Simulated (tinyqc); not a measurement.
Worked calculation: CIS and TDHF on RHF in the 6-311g basis, for He, spin multiplicity 1. One step of it, computed by the program tinyqc.

Problem. CIS triplet states. Diagonalise A (1 hartree = 27.211386 eV); each vector has its largest component positive (the first on a tie).

CIS matrix A, triplet (hartree), order 1>2, 1>3:
```
[[1.086715, -0.229495],
 [-0.229495, 6.053438]]
```

Give: triplet excitation energies; lowest vectors.

Solution.

triplet excitation energies (eV): [29.2831, 165.0104]

lowest vectors, order 1>2, 1>3:
```
[[0.9989, -0.0461],
 [0.0461, 0.9989]]
```
